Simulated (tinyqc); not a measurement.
Bias-temperature instability, empirical power law with universal recovery: two steps of the calculation.

Threshold-voltage shift at the end of a stress: dV = A (V/V0)^g exp[-(Ea q/kB)(1/T - 1/T0)] (t/1 s)^n. After a delay tr the permanent share pp stays and the rest falls by r = 1/(1 + B (tr/t)^be). An empirical model: its parameters are fits, not properties.

Inputs (values chosen for the exercise):

| symbol | value | unit | meaning |
|---|---|---|---|
| V0 | 1.7 | V | reference stress voltage |
| T0 | 398 | K | reference temperature |
| A | 4.1 | mV | shift after 1 s at V0 and T0 |
| n | 0.23 |  | time exponent |
| g | 3.1 |  | voltage exponent |
| Ea | 0.14 | eV | apparent activation energy of the shift |
| pp | 0.2 |  | permanent share |
| B | 1.8 |  | recovery scale |
| be | 0.15 |  | recovery dispersion |
| V | 0.99 | V | use voltage |
| T | 398 | K | use temperature |
| dc | 50 | mV | failure criterion |
| tr | 1 | s | delay before the measurement |

Constants: q = 1.602176634e-19 C, kB = 1.380649e-23 J/K. Results are converted to the units shown.

Problem 1. Shift and lifetime at use conditions. The lifetime solves dV = dc; ten years are 3.15576e8 s.

Wanted: voltage factor; temperature factor; shift after ten years; lifetime; largest voltage for ten years.

Solution 1.

voltage factor = 0.1871
temperature factor = 1.000
shift after ten years = 69.13 mV
lifetime = 2.445 years
largest voltage for ten years = 0.8918 V

The device fails: the shift at ten years is above dc. In time the voltage exponent is g/n = 13.5 and the activation energy Ea/n = 0.609 eV.

Problem 2. What a delayed measurement sees. At V0 and T0, measured shift = dV [pp + (1 - pp) r]; the apparent exponent is the slope of ln(shift) against ln t between the first and last point.

t, point 0 to 2 (s): [100, 1000, 10000]

Wanted: dV; share left; measured; apparent n.

Solution 2.

| point | dV (mV) | share left | measured (mV) |
|---|---|---|---|
| 0 | 11.82 | 0.6206 | 7.338 |
| 1 | 20.08 | 0.6882 | 13.82 |
| 2 | 34.10 | 0.7509 | 25.61 |

apparent n = 0.2714

The delay hides 24.9 % of the last shift and raises the exponent from 0.23 to 0.271, since short stresses recover by a larger share.

Computed by the program tinyqc: `OMP_NUM_THREADS=1 python tinyqc.py 2070044 2070045 out.jsonl`, one thread of a shared Intel Xeon 2.30GHz, about 0.01 s for the whole run.
